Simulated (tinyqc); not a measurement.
# Born-Mayer model of an ionic crystal AB, step by step

A worked calculation. Computed by tinyqc, a small Python program that keeps every step. Command: `OMP_NUM_THREADS=1 python tinyqc.py 3004701 3004702 out.jsonl bornmayer walk`. One thread of a shared host (Intel(R) Xeon(R) Processor @ 2.30GHz), about 0.01 s of CPU time with the checks. Intermediate numbers are printed to about 6 digits and carried at full precision; extremes and crossings named in words are read from the listed rows.

Energies are per ion pair and r is the nearest distance of unlike ions.

Inputs (values chosen for the exercise, for a model salt):

| quantity | value | unit |
|---|---|---|
| ionic charge z | 2 | - |
| unlike repulsion lambda | 3080 | eV |
| range rho | 0.315 | angstrom |
| like repulsion lambda2 | 2490 | eV |
| dispersion C between like ions | 36 | eV angstrom^6 |
| pressure P | 20 | GPa |

Structure: zinc blende. Short range: with like-ion terms.

Constants: e^2/(4 pi eps_0) = 14.39964548 eV angstrom; 1 eV/angstrom^3 = 160.2176634 GPa.

## Equilibrium distance at zero pressure

Madelung constant M, unlike neighbours z1, like neighbours z2 at f r, volume per pair: rock salt 1.747565, 6, 12, sqrt2, 2 r^3; caesium chloride 1.762675, 8, 6, 2/sqrt3, 8 r^3/(3 sqrt3); zinc blende 1.638055, 4, 12, sqrt(8/3), 16 r^3/(3 sqrt3). U(r) = -M z^2 e^2/(4 pi eps_0 r) + z1 lambda exp(-r/rho) + z2 [lambda2 exp(-f r/rho) - C/(f r)^6] (one mean like-ion term for both sublattices). Newton steps on g(r) = U'(r), from r = 9 rho: r(new) = r - U'(r)/U''(r), with the move limited to 0.3 angstrom. Where U'' is negative, move 0.3 angstrom downhill. Stop when |U'| is below 1e-9.

Newton steps:

| step | r (angstrom) | U' (eV/angstrom) | U'' (eV/angstrom^2) |
|---|---|---|---|
| 1 | 2.83500 | 6.94110e+00 | 7.1446 |
| 2 | 2.53500 | 2.07110e+00 | 29.1457 |
| 3 | 2.46394 | -3.26249e-01 | 38.7229 |
| 4 | 2.47236 | -5.34747e-03 | 37.4596 |
| 5 | 2.47251 | -1.50516e-06 | 37.4386 |
| 6 | 2.47251 | -1.16018e-13 | 37.4386 |

equilibrium distance r0 = 2.47251 angstrom

## Terms of the lattice energy

The formulas are those given above.

terms (eV): Coulomb -38.1595, unlike repulsion 4.8054, like repulsion 0.0810, dispersion -0.0997

lattice energy U = -33.3727 eV per pair

The short-range terms together cancel 12.5 % of the Coulomb energy.

## Bulk modulus

B = U''(r0)/(9 c r0), with the volume written as c r^3.

U''(r0) = 37.4386 eV/angstrom^2

bulk modulus B = 87.5409 GPa

## Under pressure

With the volume written as c r^3, under pressure take the root at the minimum of the enthalpy and solve U'(r) + 3 c r^2 P = 0; H = U + P V; B = (U'' - 2 U'/r)/(9 c r).

distance at P = 2.34249 angstrom

volume at P = 39.5794 angstrom^3

enthalpy at P = -28.0547 eV per pair

bulk modulus at P = 165.647 GPa

The volume shrinks by 14.96 %, against P/B = 22.85 % in linear elasticity: the crystal stiffens.

## Three structures under pressure

The formulas are those given above.

Enthalpy (eV per pair):

| P (GPa) | rock salt | caesium chloride | zinc blende |
|---|---|---|---|
| 0 | -33.8413 | -32.5367 | -33.3727 |
| 2 | -33.3913 | -32.1268 | -32.7981 |
| 5 | -32.7288 | -31.5222 | -31.9581 |
| 10 | -31.6540 | -30.5386 | -30.6078 |
| 20 | -29.5952 | -28.6475 | -28.0547 |
| 40 | -25.7511 | -25.0969 | -23.3677 |
| 70 | -20.4584 | -20.1796 | -17.0257 |
| 100 | -15.5602 | -15.6072 | -11.2343 |

volumes at zero pressure (angstrom^3): rock salt 36.3309, caesium chloride 33.0641, zinc blende 46.5426

At zero pressure the order is rock salt < zinc blende < caesium chloride. Between 70 and 100 GPa the lowest enthalpy passes from rock salt to caesium chloride. Pressure favours the denser structure, through P V. The Madelung constants, the number of repulsive contacts and the volumes (36.3, 33.1, 46.5 angstrom^3 at P = 0) all matter. Caution: rigid ions with fixed charges leave out polarisation and covalency, so such models often misplace transition pressures.

Checks made by the program: Madelung constant against an Ewald sum (relative difference 3e-08); Newton against bracketing (relative difference below 1e-10).
